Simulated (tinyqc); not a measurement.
# On-chip interconnect, size-dependent resistivity and RC delay: what changes with what

A rectangular line between two neighbours and two ground planes. Surface and grain-boundary scattering are added to the bulk resistivity as corrections; capacitances are parallel-plate values without fringing; inductance is ignored.

Parameters, values chosen for the exercise; metal values close to those of aluminium: bulk resistivity rho0 = 2.73 uohm cm; bulk mean free path lam = 18.9 nm; specular share of surface scattering ps = 0; reflection coefficient of grain boundaries Rg = 0.53; grain size over the metal width gr = 1; drawn line width wd = 13 nm; aspect ratio, height over width AR = 1.9; liner on both walls and the bottom, not conducting tl = 2.4 nm; space to the neighbouring lines sp = 16 nm; dielectric height to the planes above and below hd = 23 nm; relative permittivity of the dielectric ek = 4.2; Miller factor of the neighbours Mf = 1; driver resistance Rd = 12000 ohm; load capacitance Cl = 0.053 fF; bulk resistivity of the second metal (close to copper) rho2 = 1.65 uohm cm; mean free path of the second metal lam2 = 40.1 nm; liner of the second metal tl2 = 1.1 nm.

Constants: eps0 = 8.8541878128e-12 F/m. Results are converted to the units shown.

Each table varies one quantity; the others keep the values above.

## Delay against the line length

Metal width x = wd - 2 tl, height y = AR wd - tl; grain boundaries (Mayadas-Shatzkes): al = (lam/(gr x)) Rg/(1 - Rg), g = 1/[1 - 3 al/2 + 3 al^2 - 3 al^3 ln(1 + 1/al)] - 1; surfaces (Fuchs-Sondheimer, thick limit): s = (3/8) lam (1 - ps)(1/x + 1/y); rho = rho0 (1 + g + s); r = rho/(x y); c = eps0 ek (2 wd/hd + 2 Mf AR wd/sp). Elmore delay tE = Rd (c Lw + Cl) + r Lw (c Lw/2 + Cl); t50 is the time at which the far end of a ladder of 30 pi sections (half capacitances at both ends, Cl at the far end, a step applied through Rd) reaches half the step; line share r Lw/(Rd + r Lw); estimate 0.69 Rd (c Lw + Cl) + 0.38 r c Lw^2 + 0.69 r Lw Cl.

The same in every row: rho (uohm cm) = 15.57; r (ohm/um) = 851.5; c (fF/um) = 0.1569.

Results:
```
Lw (um)  tE (ps)  t50 (ps)  estimate (ps)  line share of the resistance (%)
1          2.630     1.833          1.819                             6.625
3          7.019     4.939          4.885                             17.55
7          17.40     12.42          12.23                             33.19
20         65.89     48.30          47.34                             58.66
100        861.2     649.5          640.9                             87.65
400      1.146e4      8675           8653                             96.60
1000     6.871e4   5.204e4        5.208e4                             98.61
3000     6.068e5   4.596e5        4.608e5                             99.53
```

Estimate the missing row, Lw = 50 um.

Computed row:
```
Lw (um)  tE (ps)  t50 (ps)  estimate (ps)  line share of the resistance (%)
50         264.0     197.5          193.8                             78.01
```

With this row back in the table: As Lw goes from 1 to 3000, r stays at 851 ohm/um, c stays at 0.157 fF/um and t50 rises from 1.83 to 4.60e5 ps. t50/tE lies between 0.697 and 0.757, and the estimate is within 2.0 % of t50. The delay goes as Lw^(0.90) for the shortest lines and Lw^(1.98) for the longest; the line resistance equals Rd at 14.1 um.

## Two metals against line width

Metal width x = wd - 2 tl, height y = AR wd - tl; grain boundaries (Mayadas-Shatzkes): al = (lam/(gr x)) Rg/(1 - Rg), g = 1/[1 - 3 al/2 + 3 al^2 - 3 al^3 ln(1 + 1/al)] - 1; surfaces (Fuchs-Sondheimer, thick limit): s = (3/8) lam (1 - ps)(1/x + 1/y); rho = rho0 (1 + g + s); r = rho/(x y). The second metal has rho2, lam2 and tl2 in place of rho0, lam and tl; ps, Rg, gr and AR are shared.

Results:
```
wd (nm)  rho, first (uohm cm)  rho, second (uohm cm)  r, first (ohm/um)  r, second (ohm/um)  ratio second/first
8                       34.70                  24.94               8472                3050              0.3600
10                      22.70                  19.07               2629                1366              0.5195
13                      15.57                  14.31              851.5               561.4              0.6593
17                      11.46                  10.94              314.2               236.9              0.7538
22                      8.986                  8.627              132.6               107.1              0.8074
45                      5.469                  4.923              16.37               13.63              0.8324
70                      4.439                  3.735              5.214               4.176              0.8010
120                     3.710                  2.864              1.427               1.071              0.7505
```

Estimate the missing row, wd = 30 nm.

Computed row:
```
wd (nm)  rho, first (uohm cm)  rho, second (uohm cm)  r, first (ohm/um)  r, second (ohm/um)  ratio second/first
30                      7.045                  6.649              51.21               42.78              0.8355
```

With this row back in the table: The resistivity of the first metal falls from 34.7 to 3.71 uohm cm and that of the second goes from 24.9 to 2.86 uohm cm as the line widens. The products rho0 lam, which set the size effect, are 51.6 and 66.2 uohm cm nm. The second metal has the lower resistance in every row. For widths well under the mean free path the thick-limit surface term is only a guide.

Range of the model: The metal width is under the mean free path, where the thick-limit surface term and the simple sum of corrections lose accuracy.

Program tinyqc, `OMP_NUM_THREADS=1 python tinyqc.py 2100149 2100150 out.jsonl`; Intel Xeon 2.30GHz, shared host, one thread, about 0.01 s.
